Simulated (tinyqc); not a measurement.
Capillary instabilities by surface diffusion: grooving and agglomeration of films, edge retraction, wire break-up and smoothing of roughness: one step, computed by the program tinyqc. Command: `OMP_NUM_THREADS=1 python tinyqc.py 3011951 3011952 out.jsonl dewet walk`. One thread of a shared host (Intel(R) Xeon(R) Processor @ 2.30GHz), about 0.01 s of CPU time with the checks.

Isotropic surface energy; shapes change by surface diffusion alone.

Problem. Groove growth in time. Mullins' isolated groove: depth below the flat surface d = 0.780 m (B t)^(1/4), m = tan(beta_s), width between the ridges 4.6 (B t)^(1/4); time to reach h: (h/(0.780 m))^4/B.

Inputs (values chosen for the exercise, for a model film): temperature T = 676 K; film thickness h = 7.1 nm.

beta_s = 7.928142 degrees

length (B t)^(1/4) = 53.32138 nm

B = 38493.40 nm^4/s

Give: groove depth; groove width; time to reach the substrate.

Solution.

groove depth = 5.792 nm

groove width = 245.3 nm

time to reach the substrate = 474.2 s
